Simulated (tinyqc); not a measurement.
# Gated graphene, quantum capacitance, step by step

Numbers from tinyqc (`OMP_NUM_THREADS=1 python tinyqc.py 2200071 2200072 out.jsonl`; about 0.01 s on one thread of a shared Intel Xeon 2.30GHz). Printed values are rounded.

phi is the Fermi level above the Dirac point, in volts; Vg is counted from the gate voltage of charge neutrality. Ideal linear bands, no charge puddles.

Values chosen for this exercise; values close to those of graphene:

| symbol | value | unit | meaning |
|---|---|---|---|
| T | 300 | K | temperature |
| eox | 3.9 |  | relative permittivity of the gate insulator (close to silicon dioxide) |
| tox | 4.7 | nm | insulator thickness |
| vF | 1.08e6 | m/s | Fermi velocity |
| Dit | 0 | cm^-2 eV^-1 | density of traps |
| Vg | -0.05 | V | gate voltage |

Constants: q = 1.602176634e-19 C, kB = 1.380649e-23 J/K, hbar = 1.054571817e-34 J s, Vt = kB T/q, eps0 = 8.8541878128e-14 F/cm where lengths are in cm. Results are converted to the units shown.

## Gate capacitance

Cox = eps0 eox/tox.

Cox = 0.734709 uF/cm^2

## Starting value

phi = Vg.

phi at the start = -0.05 V

## Iteration 1: new phi

N0 = (2/pi)(kB T/(hbar vF))^2; n = N0 F1(phi/Vt), p = N0 F1(-phi/Vt), F1(e) = int_0^infinity u du/(1 + exp(u - e)) = -Li2(-exp(e)); Cq = q d(n - p)/dphi = (q N0/Vt) ln[2 (1 + cosh(phi/Vt))]. Newton: f = phi + q (n - p + Dit phi)/Cox - Vg, phi(new) = phi - f/(1 + (Cq + q Dit)/Cox).

n = 1.17573e10 cm^-2
p = 2.84214e11 cm^-2
Cq = 1.15011 uF/cm^2
f = -0.0594144 V
phi after iteration 1 = -0.0268401 V

## Iteration 2: new phi

As before.

n = 2.75210e10 cm^-2
p = 1.56353e11 cm^-2
Cq = 0.858088 uF/cm^2
f = -0.00493435 V
phi after iteration 2 = -0.0245640 V

## Course of the iteration

Stop when the step is below 1e-10 V, or after 40 iterations.

Course of the iteration:
```
iteration  phi before the step (V)  step (V)
1                            -0.05    0.0232
2                       -0.0268401   2.28e-3
3                       -0.0245640   1.55e-5
4                       -0.0245485  6.81e-10
5                       -0.0245485   < 1e-14
```

Converged in 5 iterations.

## Charge and capacitances at the solution

converged phi = -0.0245485 V

N0 = (2/pi)(kB T/(hbar vF))^2; n = N0 F1(phi/Vt), p = N0 F1(-phi/Vt), F1(e) = int_0^infinity u du/(1 + exp(u - e)) = -Li2(-exp(e)); Cq = q d(n - p)/dphi = (q N0/Vt) ln[2 (1 + cosh(phi/Vt))]. 1/C_G = 1/Cox + 1/(Cq + q Dit); dphi/dVg = Cox/(Cox + Cq + q Dit).

n - p = -1.16713e11 cm^-2
Cq = 0.836828 uF/cm^2
C_G = 0.391225 uF/cm^2
dphi/dVg = 0.467510

Cq is 1.14 times Cox, so C_G is 53.2 % of Cox; 49.1 % of the gate voltage has gone into phi.
